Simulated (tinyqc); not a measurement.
# Convergence with the mesh

Model: Born-von Karman spring model of a cubic crystal with one atom per cell. Computed by tinyqc, a small Python program. Command: `OMP_NUM_THREADS=1 python tinyqc.py 3025331 3025332 out.jsonl springs sweep`. One thread of a shared host (Intel(R) Xeon(R) Processor @ 2.30GHz), about 0.1 s of CPU time with the checks.

First neighbours lie at a/2 (1,1,0) (12 of them), second at a (1,0,0) (6), with all permutations and signs; the volume per atom is Omega = a^3/4. Two shells of springs match a real metal only roughly, above all at the zone boundary.

Inputs (values chosen for the exercise, modelled on aluminium):
```
quantity                value           unit
atomic mass M           26.98              u
radial spring k1L        1.29  eV/angstrom^2
transverse spring k1T  -0.084  eV/angstrom^2
radial spring k2L        0.16  eV/angstrom^2
transverse spring k2T  -0.012  eV/angstrom^2
temperature T             150              K
```

Lattice: fcc.

Constants: nu for 1 eV/(angstrom^2 u) = 15.6333042 THz; h x 1 THz = 4.135667696 meV; k_B = 8.617333262e-05 eV/K; hbar^2/u = 4.18015928e-03 eV angstrom^2.

Method:
- A neighbour at R with unit vector n couples by the matrix K(R) = kL n n^T + kT (1 - n n^T), and D(q) = (1/M) sum_R K(R) [1 - cos(q.R)].
- An eigenvalue lambda of D in eV/(angstrom^2 u) gives nu = 15.6333042 THz x sqrt(lambda).
- Mesh: q = sum_i (m_i + 1/2)/n b_i, m_i = 0..n-1, with b = [[-1, 1, 1], [1, -1, 1], [1, 1, -1]] in 2 pi/a; sums are averages over the n^3 points, per atom.
- With x = h nu/(k_B T) and n = 1/(exp(x) - 1) for each mode: F = k_B T [x/2 + ln(1 - exp(-x))], U = k_B T x (n + 1/2), S/k_B = x n - ln(1 - exp(-x)), C/k_B = x^2 n (n + 1).
- <u_x^2> = (1/3) sum over modes of hbar^2/(2 M h nu) coth(x/2); zero-point energy = sum h nu/2. <u_x^2> converges slowly with the mesh, from below, with an error of order 1/n.

One run for each value:
```
mesh divisions n  <u_x^2> (angstrom^2)  heat capacity C (k_B/atom)  entropy S (k_B/atom)  zero-point energy (meV/atom)
2                            0.0051038                      2.1459                1.5351                        39.050
3                            0.0052518                      2.1461                1.5359                        39.056
4                            0.0053510                      2.1461                1.5373                        39.055
6                            0.0054603                      2.1461                1.5382                        39.054
8                            0.0055174                      2.1461                1.5385                        39.054
12                           0.0055755                      2.1461                1.5386                        39.053
16                           0.0056049                      2.1461                1.5386                        39.053
```

What does the table show, and why?

Over the rows, <u_x^2> (angstrom^2) rises from 0.00510 to 0.00560 (exponent d ln y / d ln x 0.070 between the first rows and 0.018 between the last); heat capacity C (k_B/atom) rises from 2.1459 to 2.1461, flat over part of the range; entropy S (k_B/atom) rises from 1.535 to 1.539. Against the finest mesh, the coarsest misses by 8.9 % in <u_x^2>, 0.011 % in C, 0.23 % in S, 0.0088 % in the zero-point energy. <u_x^2> converges slowest, since it weights each mode by 1/nu to 1/nu^2 and so the long waves near G.

Extremes, crossings and ranges named in words are read from the listed rows.
